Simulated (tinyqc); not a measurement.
Comparisons within one model: thin (001) film in sp3s* tight binding with raised dangling bonds. A value that a table varies takes the place of the one given here.

Planes alternate anion (a), cation (c) along [001], a/4 apart, starting with an anion; zero in-plane momentum; levels counted from the bulk Ev, the lower root of [[Epa, Vxx], [Vxx, Epc]]; no spin-orbit coupling. Block of s, pz, s*: from an anion to the cation above, Vss/2 (s,s), Vsapc/2 (s,z), -Vscpa/2 (z,s), Vxx/2 (z,z), Vxapc/2 (s*,z), -Vpaxc/2 (z,s*); to the cation below the same with the s-z and s*-z signs reversed. Block of u = (px + py)/sqrt2 and v = (px - py)/sqrt2: to the cation above (Vxx + Vxy)/2 for u and (Vxx - Vxy)/2 for v, to the cation below the reverse. Each surface atom has two dangling sp3 hybrids; raising both by dl adds (dl/2) [[1, t], [t, 1]] to its s, pz levels (t = -1 at the bottom face, +1 at the top) and dl to the one of u, v in whose plane the missing bonds lie (v for a bottom anion or a top cation, u for a top anion).

Values chosen for the exercise (near a published set for Si, fitted to gaps, whose masses and valley positions are rough; not measured data): p = (-4.189, 1.708, -4.189, 1.708, 6.705, 6.705, -8.303, 1.718, 4.591, 5.717, 5.717, 5.381, 5.381) eV (order Esa, Epa, Esc, Epc, Exa, Exc, Vss, Vxx, Vxy, Vsapc, Vscpa, Vxapc, Vpaxc); Nw = 33 (planes in the thicker film); a = 5.426 angstrom (lattice constant); dp = 30 eV (value of dl for the passivated films); Ns = (6, 8, 15, 16, 23, 33, 43, 69) (numbers of planes); N0 = 16 (first number of planes).

## States in the gap of a film

edges (eV): Gamma 3.43600, Delta 1.17682

Levels between 0 and the lower bulk edge, the largest weight on the two outer planes of both faces among them, and the nearest levels outside, for several shifts dl.

Film of Nw planes:

| dl (eV) | levels in the gap | at (eV) | surface weight | next above (eV) | next below (eV) |
|---|---|---|---|---|---|
| 0 | 2 | 0.283, 0.291 | 0.69 | 1.2005 | -0.0443 |
| 1 | 2 | 0.750, 0.751 | 0.81 | 1.2011 | -0.0434 |
| 2 | 1 | 1.174 | 0.32 | 1.1779 | -0.0428 |
| 3 | 0 | - | - | 1.1985 | -0.0424 |
| 5 | 0 | - | - | 1.1994 | -0.0419 |
| 10 | 0 | - | - | 1.1997 | -0.0413 |
| 30 | 0 | - | - | 1.1998 | -0.0408 |
| 100 | 0 | - | - | 1.1999 | -0.0405 |

Can the levels of the bare film be read as confined subbands?

No: with bare surfaces (dl = 0) 2 levels lie in the bulk gap, with up to 69 % of the weight on the four outer planes, two a face, where an even spread gives 12 %; these are dangling-bond states, not subbands. The reruns show the bulk gap clear from dl = 3 eV on, and at dl = 30 eV the next level above lies 0.0 meV from its value at 100 eV.

## Gap against thickness

Passivated films (finite dp, so levels can still be some meV from their limit), thickness N a/4. Highest level below mid-gap (either block) and the two lowest above it. The exponents are -d ln(shift)/d ln N between the sixth and the last film, for the valence level and for the mean of the two conduction levels.

Levels (eV):

| N | thickness (angstrom) | Ev1 | Ec1 | Ec2 | gap |
|---|---|---|---|---|---|
| 6 | 8.14 | -0.5120 | 1.6357 | 1.8233 | 2.1477 |
| 8 | 10.85 | -0.3571 | 1.4729 | 1.5545 | 1.8300 |
| 15 | 20.35 | -0.1630 | 1.2810 | 1.2872 | 1.4439 |
| 16 | 21.70 | -0.1302 | 1.2671 | 1.2771 | 1.3973 |
| 23 | 31.20 | -0.0782 | 1.2232 | 1.2262 | 1.3014 |
| 33 | 44.76 | -0.0408 | 1.1998 | 1.2016 | 1.2406 |
| 43 | 58.33 | -0.0249 | 1.1909 | 1.1912 | 1.2159 |
| 69 | 93.60 | -0.0101 | 1.1824 | 1.1826 | 1.1925 |

exponents: valence 1.89, conduction 1.96

How do the results move?

The gap is 2.148 eV at 8.1 angstrom and 1.193 eV at 93.6, against 1.177 eV in the bulk along this line. At 16 planes the conduction side gives 90 meV of the widening and the valence side 130 meV. A hard-walled parabolic band has exponent 2; departures come from the offset between N a/4 and the effective width, from non-parabolicity and from the termination (odd and even N end differently: in the direction of the bond rows at the two faces and, in a compound, in the kind of atom), which also makes single steps in N uneven. Ec1 and Ec2 are the doublet of the two Delta valleys along the normal.

## Valley splitting plane by plane

kz of the minimum = 0.73124 2 pi/a

Ten passivated films from N0 planes on; the phase is N pi k0/2 modulo pi, k0 the position of the bulk minimum.

Lowest doublet:

| N | phase/pi | mean shift (meV) | splitting (meV) |
|---|---|---|---|
| 16 | 0.850 | 95.25 | 9.972 |
| 17 | 0.216 | 85.12 | 11.361 |
| 18 | 0.581 | 76.19 | 0.778 |
| 19 | 0.947 | 68.96 | 7.737 |
| 20 | 0.312 | 62.53 | 6.069 |
| 21 | 0.678 | 56.90 | 1.474 |
| 22 | 0.044 | 52.19 | 5.690 |
| 23 | 0.409 | 47.87 | 2.969 |
| 24 | 0.775 | 44.11 | 2.268 |
| 25 | 0.141 | 40.85 | 3.998 |

What does this show, and why?

The splitting ranges from 0.78 meV (N = 18) to 11.36 meV (N = 17), while the mean shift goes from 95 to 41 meV and falls steadily. The splitting changes direction 6 times in these ten films, and one plane more changes it by up to 10.58 meV: it hangs on the phase between the two faces, which is why atomic steps matter.

## What each change does

A film of Nw planes with shift dp: highest level below mid-gap (half the lower bulk edge) and the two lowest above. Each row changes one parameter from the base and keeps the others.

Results:

| case | Ev1 (eV) | Ec1 (eV) | Ec2 (eV) |
|---|---|---|---|
| base | -0.0408 | 1.1998 | 1.2016 |
| Nw = 34 | -0.0363 | 1.1989 | 1.1998 |
| dp = 60 eV | -0.0406 | 1.1998 | 1.2016 |

What can be read from the table?

The largest shifts from the base row, up to three for each result and ties (the steps differ in size, so this ranks the rows, not the parameters). Ev1 (eV): Nw +0.0045, dp +0.0002. Ec1 (eV): Nw -0.0009; unchanged at the printed digits by dp. Ec2 (eV): Nw -0.0018; unchanged at the printed digits by dp. An odd change of Nw also changes which atoms end the film, so levels need not move as thickness alone would move them; the row for dp shows how far the passivation is from converged.

Computed by tinyqc, a small Python program: `OMP_NUM_THREADS=1 python tinyqc.py 1451234 1451235 out.jsonl` (the numbers bound the seed that draws the inputs); one thread of a shared host (Intel(R) Xeon(R) Processor @ 2.30GHz), about 0.4 s for the whole set of steps.
